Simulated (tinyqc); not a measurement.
Leakage currents through a thin dielectric. From Poole-Frenkel current density back to temperature T. Computed by tinyqc, a small Python program. Command: `OMP_NUM_THREADS=1 python tinyqc.py 3004844 3004845 out.jsonl leak inv`. One thread of a shared host (Intel(R) Xeon(R) Processor @ 2.30GHz), about 0.01 s of CPU time with the checks.

Electrons leave an electrode with Fermi energy E_F above its band bottom; barriers are counted from the Fermi level, and both electrodes are alike.

Inputs (values chosen for the exercise, modelled on Al2O3):

| quantity | value | unit |
|---|---|---|
| barrier height phi_B | 2.62 | eV |
| tunnelling mass m | 0.34 | m_0 |
| static permittivity k | 9.18 | - |
| optical permittivity k_o | 3.11 | - |
| trap depth phi_t | 1.3 | eV |
| Poole-Frenkel prefactor sigma_0 | 5.8e-08 | S/cm |
| thickness t | 12 | nm |
| voltage V | 5.3 | V |

Stack: single layer.

Constants: e = 1.602176634e-19 C; eps_0 = 8.8541878128e-12 F/m; k_B = 8.617333262e-05 eV/K; m_0 = 9.1093837015e-31 kg; k_B = 1.380649e-23 J/K; h = 6.62607015e-34 J s.

Method. Field F = V/t; equivalent oxide thickness 3.9 t/k. Schottky emission J = A T^2 exp(-(phi_B - sqrt(e^3 F/(4 pi k_o eps_0)))/k_B T), A = 4 pi e m k_B^2/h^3 with the tunnelling mass; Poole-Frenkel J = sigma_0 F exp(-(phi_t - sqrt(e^3 F/(pi k_o eps_0)))/k_B T); both use the field F of the dielectric.

Task: A run gave the result below. Find the temperature T, known to lie between 160 and 360 K.

Poole-Frenkel current density = 2.345455e-11 A/cm^2

Result:

Each step takes the trial c = (a f_b - b f_a)/(f_b - f_a), f being the result less the target and a, b, c the logarithms of the listed values; c replaces end b, the old b replaces a if the sign of f changed, and otherwise f_a is halved.

Scan of the range:

| temperature T (K) | Poole-Frenkel current density (A/cm^2) |
|---|---|
| 160 | 8.88154e-14 |
| 183 | 3.26967e-12 |
| 210 | 8.22552e-11 |
| 240 | 1.26425e-09 |
| 275 | 1.44228e-08 |
| 314 | 1.14673e-07 |
| 360 | 7.42557e-07 |

False position (Illinois rule, in the logarithm of the input) inside the bracket:

| step | end a | end b | trial | Poole-Frenkel current density (A/cm^2) |
|---|---|---|---|---|
| 1 | 183.000 | 210.000 | 189.551 | 7.78002e-12 |
| 2 | 210.000 | 189.551 | 193.682 | 1.30419e-11 |
| 3 | 210.000 | 193.682 | 197.823 | 2.14197e-11 |
| 4 | 210.000 | 197.823 | 199.265 | 2.53364e-11 |
| 5 | 197.823 | 199.265 | 198.571 | 2.33760e-11 |
| 6 | 199.265 | 198.571 | 198.599 | 2.34517e-11 |
| 7 | 199.265 | 198.599 | 198.601 | 2.34572e-11 |
| 8 | 198.599 | 198.601 | 198.600 | 2.34545e-11 |
| 9 | 198.601 | 198.600 | 198.600 | 2.34545e-11 |

Poole-Frenkel current density rises at every point of a 13-point scan of the range (every second point is shown), so one value fits; it is bracketed by 183 and 210. Answer: temperature T = 198.6 K.
